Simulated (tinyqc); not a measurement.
Worked calculation: Rayleigh-quotient iteration on a symmetric matrix. Computed by tinyqc, a small Python program that keeps every step. Settings: method = rayleigh, shift = 1.62. Command: `OMP_NUM_THREADS=1 python tinyqc.py 20601 20602 out.jsonl` (the two numbers bound the seeds that draw the settings). One thread of a shared host (Intel(R) Xeon(R) Processor @ 2.60GHz), about 0.01 s of CPU time with the checks.

## Step 1

A:
```
[[0.11400, -0.08000, 0.30000],
 [-0.08000, 0.72100, -0.27000],
 [0.30000, -0.27000, 3.08500]]
```

vector v at the start: [0.57735, 0.57735, 0.57735]

shift = 1.62000

solve (A - shift) w = v; v' = w/|w| with its largest component positive (the first on a tie); lambda = v'^T A v'; the next shift is lambda.

vector after step 1: [0.33889, 0.85827, -0.38538]

Rayleigh quotient after step 1 = 1.05609

## Step 2

As before.

vector after step 2: [0.14249, 0.97056, 0.19419]

Rayleigh quotient after step 2 = 0.69052

## Step 3

As before.

vector after step 3: [-0.07509, 0.98977, 0.12130]

Rayleigh quotient after step 3 = 0.69396

## Course of the iteration

Stop when the residual |A v - lambda v| is below 1e-9.

Steps:
```
step     lambda  residual
1     1.0560943  1.06e+00
2     0.6905237  2.68e-01
3     0.6939550  8.06e-04
4     0.6939558  9.88e-10
```

all eigenvalues, for comparison: [0.07950, 0.69396, 3.14655]

Converged in 4 steps.
